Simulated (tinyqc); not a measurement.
Slope factor and drain-induced lowering from three currents.

Problem. With source and body at 0 V, I = A exp((Vg + dd Vd)/(nf Vt)) (1 - exp(-Vd/Vt)). Find nf, the swing nf Vt ln 10 and dd.

Values chosen for this exercise: temperature T = 398 K.

Constants: q = 1.602176634e-19 C, kB = 1.380649e-23 J/K, Vt = kB T/q. Results are converted to the units shown.

currents at (Vg, Vd) = (0, 0.05), (0, 1) and (0.06, 1) V (nA/um): 5.8261646  50.463303  225.08572

Solution. The pair at equal Vd gives nf; the pair at equal Vg, after dividing out the factors 1 - exp(-Vd/Vt), gives dd.

nf = 1.170
swing = 92.40 mV/decade
dd = 0.08000

Program tinyqc, `OMP_NUM_THREADS=1 python tinyqc.py 2242113 2242114 out.jsonl`; Intel Xeon 2.30GHz, shared host, one thread, about 0.03 s.
